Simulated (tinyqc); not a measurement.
Alloy A(1-x)B(x) by interpolation with bowing, step by step. Values are carried at full precision from step to step, so a last printed digit may differ when a step is redone from the rounded ones.

Each gap follows E(x) = (1 - x) E_A + x E_B - C x (1 - x); the lattice constant follows Vegard, a(x) = (1 - x) a_A + x a_B.

Constants: hc = 1239.841984 eV nm; kB = 8.617333262e-05 eV/K.

Parameters, chosen for this exercise (A near AlAs, B near GaAs; shifted at random, so the results belong to these values and not to a real crystal):
```
symbol  value                 unit      meaning
a       (5.656, 5.658)        angstrom  lattice constant of A, B
x       0.24                            fraction of B
Eg      (3.141, 1.524)        eV        gap at Gamma to the s-like level of A, B
EgX     (2.233, 1.989)        eV        gap to the lowest valley along Gamma-X of A, B
EgL     (2.451, 1.813)        eV        gap to L of A, B
C       (0.396, 0.054, 0)     eV        bowing of the Gamma, X and L gaps
Dso     (0.28, 0.338)         eV        spin-orbit splitting of A, B
Ep      (21.2, 25.5)          eV        Kane energy of A, B
me      (0.151, 0.0673)       m0        electron mass at Gamma of A, B
Cs      0                     eV        bowing of Dso
md      (0.1273, 0.86, 0.49)  m0        density-of-states masses of Gamma, all X and all L valleys
T       200                   K         temperature
```

## Gaps and lattice constant at x

Also give the wavelength hc/E of the lowest gap.

a(x) = 5.6565 angstrom

linear parts (eV): Gamma 2.7529, X 2.1744, L 2.2979

bowing terms C x (1 - x) (eV): Gamma 0.0722, X 0.0098, L 0.0000

gaps (eV): Gamma 2.6807, X 2.1646, L 2.2979

wavelength of the lowest gap = 572.8 nm

The lowest valley is X, so the gap is indirect; the next, L, lies 133 meV higher.

## Where the valleys cross

The difference of two gaps is a quadratic q2 x^2 + q1 x + q0 with q2 = C_i - C_j, q1 = (E_B - E_A - C)_i - (E_B - E_A - C)_j, q0 = E_A,i - E_A,j; give its roots between 0 and 1 (a dash: none).

Crossings:
```
pair        q2      q1      q0  first root  second root
Gamma-X  0.342  -1.715   0.908      0.6016            -
Gamma-L  0.396  -1.375   0.690      0.6084            -
X-L      0.054   0.340  -0.218      0.5865            -
```

The lowest valley changes at x = 0.587 (X to L, gap 2.077 eV) and x = 0.608 (L to Gamma, gap 2.063 eV). The middle valley is lowest only in a narrow window, which small changes of the inputs would close. The other crossings lie above the lowest valley.

## Electron mass of the alloy

Mass at Gamma from the Kane formula 1/m = F + Ep (Eg + 2 Dso/3)/(Eg (Eg + Dso)). F is fixed by the masses of A and B and interpolated linearly, as is Ep; Eg and Dso carry their bowing.

Compare with the linear interpolation of the masses.

F of A, B: 0.0572  -0.8610

Ep, Eg, Dso at x (eV): 22.2320  2.6807  0.2939

m(x) from the Kane formula = 0.1273 m0
m(x) linear = 0.1309 m0

The Kane value lies 2.8 % below the linear one. The Gamma valley is not the lowest at this x.

## Shares of the electrons in the valleys

Non-degenerate: n_i proportional to md_i^(3/2) exp(-E_i/kT).

md^(3/2): Gamma 0.0454, X 0.7975, L 0.3430

(E - E_min)/kT: Gamma 29.95, X 0.00, L 7.73

shares: Gamma 0.000, X 1.000, L 0.000

X holds most electrons (100.0 %).

## Checks

- The Gamma and X gaps at their crossing x = 0.6016 (eV): both 2.0733.
- The Gamma and L gaps at their crossing x = 0.6084 (eV): both 2.0628.
- The X and L gaps at their crossing x = 0.5865 (eV): both 2.0768.

Run: tinyqc, `OMP_NUM_THREADS=1 python tinyqc.py 1081457 1081458 out.jsonl`; Intel(R) Xeon(R) Processor @ 2.30GHz, one thread, shared host; about 0.01 s of CPU time with all checks.
